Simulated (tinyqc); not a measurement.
# Monte Carlo simulation of one carrier in a uniform electric field, step by step

A worked calculation. Computed by tinyqc, a small Python program that keeps every step. Command: `OMP_NUM_THREADS=1 python tinyqc.py 3018889 3018890 out.jsonl mcfl walk`. One thread of a shared host (Intel(R) Xeon(R) Processor @ 2.30GHz), about 1 s of CPU time with the checks. Intermediate numbers are printed to about 7 digits and carried at full precision; extremes and crossings named in words are read from the listed rows.

The force e F acts along +z. Flights end at the constant total rate Gamma; the part of Gamma that the real rates do not fill is self-scattering, which leaves k unchanged. One valley, no impurities; equivalent final valleys enter only through Z_f in the optical rate.

Inputs (values chosen for the exercise, modelled on electrons in germanium):
```
quantity                                             value       unit
effective mass m                                     0.221        m_0
non-parabolicity alpha                                0.71       1/eV
density rho                                           5323     kg/m^3
sound velocity v_l                                    5410        m/s
acoustic deformation potential D_A                      10         eV
phonon energy hbar w                                  32.4        meV
optical or intervalley deformation potential D_o       4.5  1e8 eV/cm
final valleys Z_f                                        3          -
lattice temperature T                                  250          K
electric field F                                       2.8      kV/cm
energy E_max up to which Gamma must cover the rates    0.4         eV
seed of the random numbers                           94514          -
```

Crystal: non-polar. Band: Kane.

starting wave vector (1/nm): -0.28  -0.0056  -0.23

Constants: k_B = 1.380649e-23 J/K; e = 1.602176634e-19 C; hbar = 1.054571817e-34 J s; m_0 = 9.1093837015e-31 kg; hbar = 6.582119569e-16 eV s; k_B = 8.617333262e-05 eV/K.

## Total rate Gamma

Kane band: hbar^2 k^2/(2 m) = E (1 + alpha E), speed v = hbar k/(m (1 + 2 alpha E)), states per spin, volume and energy g(E) = m k (1 + 2 alpha E)/(2 pi^2 hbar^2); overlap factors are set to 1. Masses are multiplied by m_0 and all formulas are in SI units. Phonon occupation N_q = 1/(exp(hbar w/(k_B T)) - 1). Acoustic deformation potential (elastic, equipartition, absorption and emission together): 1/tau = 2 pi k_B T D_A^2 g(E)/(hbar rho v_l^2). Optical or intervalley deformation potential: 1/tau = (pi Z_f D_o^2/(rho w)) [N_q g(E + hbar w) + (N_q + 1) g(E - hbar w)], with g = 0 below the band edge. Gamma is 1.05 times the largest total rate on the grid E = (j + 1/2) E_max/400, j = 0..399.

largest total rate = 15.32495 1e12/s

energy of the largest rate = 399.5 meV

Gamma = 16.09120 1e12/s

## Flight 1

Random numbers (0.02 to 0.98, from up to 60 sets tried for early real events), one row a flight:
```
       r1      r2      r3      r4
1  0.8158  0.0728  0.5528  0.1074
2  0.8064  0.7732  0.3969  0.6172
3  0.2920  0.0618  0.6724  0.3998
4  0.4746  0.5881  0.8504  0.9644
5  0.5448  0.5107  0.8055  0.3702
6  0.3225  0.8261  0.1665  0.7328
7  0.3223  0.7645  0.8526  0.7763
```

Flight: t = -ln(r1)/Gamma; k_z grows by e F t/hbar; E follows from the band; dz = (E_end - E_start)/(e F). Use row 1 of the random numbers.

flight time t = 12.65201 fs

k at the end of the flight (1/nm): -0.2800000  -0.0056000  -0.2246179

energy at the end = 21.87948 meV

displacement dz = -1.460700 nm

## Scattering event 1

Choice: with cumulative rates in the order acoustic, absorption, emission, the process is the first whose sum exceeds r2 Gamma; if none, self-scattering. Final state: E' = E, E + hbar w or E - hbar w gives k'. Isotropic processes: cos(theta) = 1 - 2 r3 from the z axis, phi = 2 pi r4, k' (sin theta cos phi, sin theta sin phi, cos theta).

cumulative rates (1e12/s): acoustic 1.150228, absorption 1.452013, emission 1.452013

r2 Gamma = 1.171439 1e12/s

Process chosen: absorption

k after event 1, the start of the next flight (1/nm): 0.4439983  0.3552519  -0.0603848

## Flight 2

Use row 2 of the random numbers.

flight time t = 13.37224 fs

k at the end of the flight (1/nm): 0.4439983  0.3552519  -0.0546963

energy at the end = 54.17469 meV

displacement dz = -0.3742455 nm

## Scattering event 2

The formulas are those given above.

cumulative rates (1e12/s): acoustic 1.911663, absorption 2.313384, emission 3.127354

r2 Gamma = 12.44171 1e12/s

Process chosen: self-scattering

k after event 2, the start of the next flight (1/nm): 0.4439983  0.3552519  -0.0546963

## All printed flights

Drift estimate: sum dz / sum t.

Flights:
```
flight    t (fs)  E at the end (meV)    dz (nm)          process  k_x (1/nm)  k_y (1/nm)  k_z (1/nm)
1       12.65201            21.87948  -1.460700       absorption   0.4439983   0.3552519  -0.0603848
2       13.37224            54.17469  -0.374245  self-scattering   0.4439983   0.3552519  -0.0546963
3       76.50155            53.77423  -1.430220         acoustic  -0.4317521   0.3145159  -0.1962119
4       46.31619            52.59711  -4.203990  self-scattering  -0.4317521   0.3145159  -0.1765092
5       37.74340            51.72872  -3.101376  self-scattering  -0.4317521   0.3145159  -0.1604533
6       70.32740            50.32932  -4.997878  self-scattering  -0.4317521   0.3145159  -0.1305364
7       70.36596            49.21528  -3.978720  self-scattering  -0.4317521   0.3145159  -0.1006031
```

drift estimate from these flights = -59726.24 m/s

5 of the 7 flights end in self-scattering. So few flights say little about the drift velocity: the estimate is noise at this length.

## Low-field mobility from the linear Boltzmann equation

On the grid E_j = (j + 1/2) hbar w/12 up to 20 k_B T + 2 hbar w, solve (sum of rates) l(E) = v(E); mu_0 = e sum g v l exp(-E/k_B T)/(3 k_B T sum g exp(-E/k_B T)).

low-field mobility mu_0 = 3263.850 cm^2/(V s)

## Long runs: velocity against field

Each row: 250 carriers from a thermal start, 1600 flights each, the first half discarded, random numbers not printed; the error is the standard error over ten groups; the mean energy is taken at the ends of flights, which sample time evenly. Fields at which more than 0.02 % of the events exceed Gamma are left out.

Monte Carlo results:
```
F (kV/cm)  drift velocity (1e5 m/s)  error (1e5 m/s)  mu_0 F (1e5 m/s)  mean energy (meV)  real events (%)
0.7                           0.205           0.0077         0.2284695               36.4             13.4
1.4                           0.342           0.0055         0.4569390               44.2             15.5
2.8                           0.488           0.0058         0.9138780               62.7             20.2
```

At the lowest field the drift velocity is 0.90 +/- 0.03 of the ohmic value mu_0 F, at the highest 0.53 +/- 0.01. The mean energy goes from 36 to 63 meV against the parabolic-band thermal value 3 k_B T/2 = 32 meV: the carriers heat, more of them reach the emission threshold, where they lose momentum, and the curve bends below the ohmic line. Only 13 to 20 % of the events are real; the rest is the price of a constant Gamma.

Checks made by the program: energy gained in the printed flights against e F dz (relative difference 2e-09).
